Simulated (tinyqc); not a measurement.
Inside a calculation. Model: AlGaN/GaN HEMT with access regions, lumped model.

Program tinyqc, `OMP_NUM_THREADS=1 python tinyqc.py 2570004 2570005 out.jsonl`; Intel Xeon 2.30GHz, shared host, one thread, about 0.02 s. Printed values are rounded.

A polarisation-induced electron sheet under a Schottky gate, in series with two ungated access regions and contacts. Drift law v = mu E/(1 + mu E/vs) under the gate. Currents in mA/mm, resistances in ohm mm. No self-heating, no channel-length modulation; fits for polarisation, barrier and offset are chosen for the exercise.

Values chosen for this exercise; values close to those of AlGaN/GaN structures: aluminium share of the barrier x = 0.25; barrier thickness d = 18 nm; relative permittivity of barrier and channel eps_r = 9.6; channel mobility mu = 1800 cm^2/(V s); saturation velocity vs = 1.2e7 cm/s; gate length Lg = 0.25 um; source access length Ls = 1.5 um; drain access length Ld = 4 um; resistance of each contact Rc = 0.48 ohm mm; share of the drain-access electrons removed by traps ft = 0; gate voltage Vg = 0 V; drain voltage Vd = 6 V; critical field Ec = 3.1 MV/cm; depth over which the depleted charge spreads te = 0.43 um; insulator under the field plate tf = 100 nm; relative permittivity of that insulator ei = 3.9.

Constants: q = 1.602176634e-19 C, eps0 = 8.8541878128e-14 F/cm where lengths are in cm. Results are converted to the units shown.

## Polarisation charge, threshold and sheet resistance

sigma = (5e13 x + 1.6e13 x^2) cm^-2, phiB = 0.84 + 1.3 x, dEc = 0.7 (1.71 x + x^2) in volts, Cb = eps0 eps_r/d, VT = phiB - dEc - q sigma/Cb, access density n0 = -Cb VT/q. Rsh = 1/(q mu n0); largest access current q n0 vs.

sigma = 1.35e13 cm^-2
Cb = 0.472223 uF/cm^2
VT = -3.75833 V
n0 = 1.10772e13 cm^-2
Rsh = 313.029 ohm
q n0 vs = 2129.73 mA/mm

## Iteration 1: drain current

I at the start = 850 mA/mm

Access resistance R(L, n) = L/(q mu n sqrt(1 - (I/(q n vs))^2)); Rs = Rc + R(Ls, n0), Rd = Rc + R(Ld, (1 - ft) n0). Vg' = Vg - I Rs, Vd' = Vd - I (Rs + Rd); with u = Vg' - VT, Vc = vs Lg/mu and w the smaller of Vd' and Vc [sqrt(1 + 2 u/Vc) - 1] (0 if negative), the channel gives (mu Cb/Lg)(u w - w^2/2)/(1 + w/Vc). I(new) is that channel current.

Rs = 0.992099 ohm mm
Rd = 1.84560 ohm mm
Vg' = -0.843284 V
Vd' = 3.58796 V
channel current = 1179.79 mA/mm
I after iteration 1 = 1179.79 mA/mm

## Iteration 2: drain current

As before.

Rs = 1.04399 ohm mm
Rd = 1.98397 ohm mm
Vg' = -1.23169 V
Vd' = 2.42763 V
channel current = 997.660 mA/mm
I after iteration 2 = 997.660 mA/mm

## Course of the iteration: drain current

Stop when I changes by less than 1e-6 mA/mm, or after 60 iterations. I must stay below q (1 - ft) n0 vs.

Course of the iteration:
```
iteration  I (mA/mm)  |change| (mA/mm)
1            1179.79               330
2            997.660               182
3            1101.72               104
4            1043.55              58.2
5            1076.44              32.9
6            1057.96              18.5
7            1068.38              10.4
8            1062.52              5.86
9            1065.82              3.30
...              ...               ...
28           1064.63           6.00e-5
29           1064.63           3.38e-5
30           1064.63           1.90e-5
31           1064.63           1.07e-5
32           1064.63           6.03e-6
33           1064.63           3.39e-6
34           1064.63           1.91e-6
35           1064.63           1.08e-6
36           1064.63           6.05e-7
```

Converged in 36 iterations. At the end each change is about 0.56 times the one before, with alternating sign: linear convergence. Of Vd, 47.7 % reaches the channel; the access current is 50 % of its limit.

## On-resistance and breakdown

sigma = (5e13 x + 1.6e13 x^2) cm^-2, phiB = 0.84 + 1.3 x, dEc = 0.7 (1.71 x + x^2) in volts, Cb = eps0 eps_r/d, VT = phiB - dEc - q sigma/Cb, access density n0 = -Cb VT/q. Ron = 2 Rc + Ls/(q mu n0) + Ld/(q mu (1 - ft) n0) + Lg/(mu Cb (Vg - VT)). Off state: a depleted stretch that holds the voltage V has the peak field sqrt(k V), k = 2 q n0/(eps0 eps_r te), so one edge holds V1 = Ec^2/k. The sheet under the plate pinches off at Vf = q n0 (1/Cb + tf/(eps0 ei)); beyond it the gate edge is screened. BV = V1 if Vf >= V1, else Vf + V1, and at most Ec Ld. Specific resistance Ron (Ls + Lg + Ld); figure of merit BV^2 over it.

Ron = 2.75992 ohm mm
Vf = 55.1543 V
V1 = 98.9554 V
BV = 154.110 V
specific resistance = 0.158695 mohm cm^2
figure of merit = 149.657 MW/cm^2

The plate raises BV by a factor of 1.56.
